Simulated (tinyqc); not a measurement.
Energy against coordination: Gupta-type many-body potential for a metal. Computed by tinyqc, a small Python program. Command: `OMP_NUM_THREADS=1 python tinyqc.py 3019813 3019814 out.jsonl gupta walk`. One thread of a shared host (Intel(R) Xeon(R) Processor @ 2.30GHz), about 0.01 s of CPU time with the checks.

E_i = sum_j A exp(-p (r_ij/r0 - 1)) - xi rho_i^gamma, with rho_i = sum_j exp(-2 q (r_ij/r0 - 1)); gamma = 1/2 is the tight-binding second-moment form. The crystal is fcc unless stated; d is the neighbour distance and a fixed number of shells is kept.

Inputs (values chosen for the exercise, modelled on nickel):
```
quantity,value,unit
repulsion A,0.0367,eV
hopping xi,1.03,eV
decay p,17.3,-
decay q,1.17,-
reference distance r0,2.491,angstrom
embedding exponent gamma,0.5,-
```

Method. Nearest neighbours only, z equal bonds relaxed to their best length: r/r0 = 1 + ln[A p z^(1 - gamma)/(2 q gamma xi)]/(p - 2 q gamma), E = z A exp(-p (r/r0 - 1)) - xi [z exp(-2 q (r/r0 - 1))]^gamma.

Relaxed bonds:
```
z,r (angstrom),E per atom (eV),E/z (eV)
1,2.3920,-1.0060,-1.0060
2,2.4456,-1.3874,-0.6937
3,2.4769,-1.6744,-0.5581
4,2.4991,-1.9134,-0.4784
6,2.5304,-2.3092,-0.3849
8,2.5526,-2.6388,-0.3298
9,2.5617,-2.7869,-0.3097
12,2.5839,-3.1847,-0.2654
```

What follows from these numbers?

Bonds lengthen from 2.392 to 2.584 angstrom between z = 1 and 12, and |E| grows as z^0.464, the exponent gamma (p - 2q)/(p - 2 q gamma) = 0.464; pair bonds would give z^1 at a fixed length.

Extremes, crossings and ranges named in words are read from the listed rows.
